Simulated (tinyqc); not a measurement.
Comparisons within one model: Slater-Koster d bands of a bcc metal. A value that a table varies takes the place of the one given here.

Slater-Koster d bands. For a bond with direction cosines (l, m, n) the 5 x 5 block is dds Ps + ddp Pp + ddd (1 - Ps - Pp), the projectors on sigma, pi and delta states about the bond; for instance <xy|xy> = 3 l^2 m^2 dds + (l^2 + m^2 - 4 l^2 m^2) ddp + (n^2 + l^2 m^2) ddd, <xy|yz> = 3 l m^2 n dds + l n (1 - 4 m^2) ddp + l n (m^2 - 1) ddd and <3z2-r2|3z2-r2> = (n^2 - (l^2 + m^2)/2)^2 dds + 3 n^2 (l^2 + m^2) ddp + (3/4)(l^2 + m^2)^2 ddd. H(k) sums the blocks times cos(k.R) over the neighbours; the d level is the zero of energy; k in 2 pi/a.

Neighbours: eight at (a/2)(1,1,1) and equivalents, and six at a(1,0,0) and equivalents with the integrals times f2.

Mesh: k = f1 b1 + f2 b2 + f3 b3 with fractions (j + 1/2)/N, j = 0 to N - 1, and b = (-1,1,1), (1,-1,1), (1,1,-1) for fcc, (0,1,1), (1,0,1), (1,1,0) for bcc, unit vectors for simple cubic. The lowest Nd/10 of all levels are filled with two electrons each; the bond energy is their sum per atom.

Parameters, chosen for this exercise (of the size met in Nb; shifted at random, so the results belong to these values and not to a real crystal): dds = -1.127 eV (dd sigma); ddp = 0.541 eV (dd pi); ddd = -0.113 eV (dd delta); f2 = 0.487 (factor on all three integrals for second neighbours); N = 8 (mesh).

## Band filling: full bands against the rectangular model

W = sqrt(12 mu2) with mu2 the mean square level on the mesh; rectangular model: Fermi level W (Nd/10 - 1/2), bond energy -W Nd (10 - Nd)/20. The Fermi level of the mesh is the highest filled level.

Per atom (eV):

| Nd | EF, bands | bond energy, bands | EF, rectangle | bond energy, rectangle |
|---|---|---|---|---|
| 1 | -2.516 | -2.868 | -2.609 | -2.935 |
| 2 | -2.064 | -5.155 | -1.957 | -5.218 |
| 3 | -1.613 | -7.035 | -1.304 | -6.848 |
| 4 | -0.635 | -8.287 | -0.652 | -7.827 |
| 5 | 0.650 | -8.273 | 0.000 | -8.153 |
| 6 | 1.008 | -7.453 | 0.652 | -7.827 |
| 7 | 1.327 | -6.294 | 1.304 | -6.848 |
| 8 | 1.624 | -4.887 | 1.957 | -5.218 |
| 9 | 2.452 | -2.929 | 2.609 | -2.935 |

W = 6.522 eV
full width on the mesh = 7.402 eV

What does this show, and why?

The bond energy is deepest at Nd = 4 (-8.287 eV); the rectangle has its minimum at 5. The two differ most at Nd = 7, by 0.554 eV or 7 % of the deepest value: the second moment fixes the parabola, and higher moments the rest. At Nd = 3 and 7 the bands give -7.035 and -6.294 eV, a skew towards less than half filling.

## Which lattice a d-band metal prefers

fcc has twelve neighbours, bcc eight and six (the six times f2), simple cubic six. The integrals of bcc and sc are scaled so that all three have the second moment of fcc, which stands for equal repulsion (structural energy difference theorem). s and p electrons are left out.

Bond energy per atom:

| Nd | fcc (eV) | bcc - fcc (meV) | sc - fcc (meV) |
|---|---|---|---|
| 1 | -3.439 | 202 | -236 |
| 2 | -5.852 | 35 | -127 |
| 3 | -7.681 | -258 | 141 |
| 4 | -8.947 | -405 | 605 |
| 5 | -9.359 | 24 | 832 |
| 6 | -8.855 | 445 | 514 |
| 7 | -7.534 | 430 | -7 |
| 8 | -5.631 | 116 | -348 |
| 9 | -3.095 | -210 | -580 |

scale factors: bcc 1.1285, sc 1.4142

mu3/mu2^1.5: fcc -0.113, bcc -0.107, sc 0.000

mu4/mu2^2: fcc 1.812, bcc 1.735, sc 2.546

largest change of a difference when N is raised to 14 = 58 meV

How do the results move?

fcc is lowest for Nd = 5 and 6. bcc is lowest for Nd = 3 and 4. sc is lowest for Nd = 1, 2, 7, 8 and 9. bcc gains most on fcc at Nd = 4 (-405 meV). A small fourth moment marks a two-peaked band, which tends to favour fillings near one half; bcc has -4 % against fcc, and at Nd = 5 it lies +24 meV from fcc, which the fourth moment alone does not explain (differences of a few tens of meV are within the error of the mesh; hcp is left out, and this d-only model can miss the lattice of the real metal). The third moments, from three-membered rings, skew the bands. That simple cubic wins anywhere comes from keeping d bands and equal second moments alone; no transition metal takes it. Differences below about 58 meV are within the error of this mesh, and the s and p electrons left out weigh most where the d band is nearly empty or full.

## What each integral does

Levels at Gamma, E(t2g) = (8/3) dds + (16/9) ddp + (32/9) ddd + f2 (4 ddp + 2 ddd), E(eg) = (16/3) ddp + (8/3) ddd + f2 (3 dds + 3 ddd), and W = sqrt(12 mu2), the width of a rectangular band with the same second moment mu2 = z (dds^2 + 2 ddp^2 + 2 ddd^2)/5, z = 8 + 6 f2^2. Each row changes one parameter from the base and keeps the others.

Results:

| case | t2g (eV) | eg (eV) | W (eV) |
|---|---|---|---|
| base | -1.5015 | 0.7724 | 6.5223 |
| dds = -1.296 eV | -1.9522 | 0.5255 | 7.1973 |
| ddp = 0.6221 eV | -1.1994 | 1.2049 | 6.8415 |
| ddd = -0.096 eV | -1.4245 | 0.8425 | 6.5099 |
| f2 = 0.56 | -1.3601 | 0.5008 | 6.6791 |

How do the results move?

The largest shifts from the base row, up to three for each result and ties (the steps differ in size, so this ranks the rows, not the parameters). t2g (eV): dds -0.4507, ddp +0.3022, f2 +0.1415. eg (eV): ddp +0.4325, f2 -0.2716, dds -0.2469. W (eV): dds +0.6750, ddp +0.3193, f2 +0.1568. The ratio of the shifts of t2g and eg names the integral: it is the ratio of the coefficients in the two formulas.

tinyqc: `OMP_NUM_THREADS=1 python tinyqc.py 1481232 1481233 out.jsonl`; about 0.03 s, one thread, shared Intel(R) Xeon(R) Processor @ 2.30GHz.
